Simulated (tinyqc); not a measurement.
Worked calculation: plane-wave Kohn-Sham cycle with exchange-only LDA in a layered model solid. One step of it, computed by the program tinyqc.

Question. Iteration 1: levels at that k. Diagonalise the Hermitian matrix.

H (hartree):
```
           -3         -2         -1         +0         +1         +2         +3
-3   2.478187  -0.340000   0.000000   0.000000   0.000000   0.000000   0.000000
-2  -0.340000   0.973903  -0.340000   0.000000   0.000000   0.000000   0.000000
-1   0.000000  -0.340000   0.071333  -0.340000   0.000000   0.000000   0.000000
+0   0.000000   0.000000  -0.340000  -0.229524  -0.340000   0.000000   0.000000
+1   0.000000   0.000000   0.000000  -0.340000   0.071333  -0.340000   0.000000
+2   0.000000   0.000000   0.000000   0.000000  -0.340000   0.973903  -0.340000
+3   0.000000   0.000000   0.000000   0.000000   0.000000  -0.340000   2.478187
```

Give: eigenvalues.

Answer.

eigenvalues (hartree): -0.610  -0.047  0.310  1.017  1.040  2.554  2.554
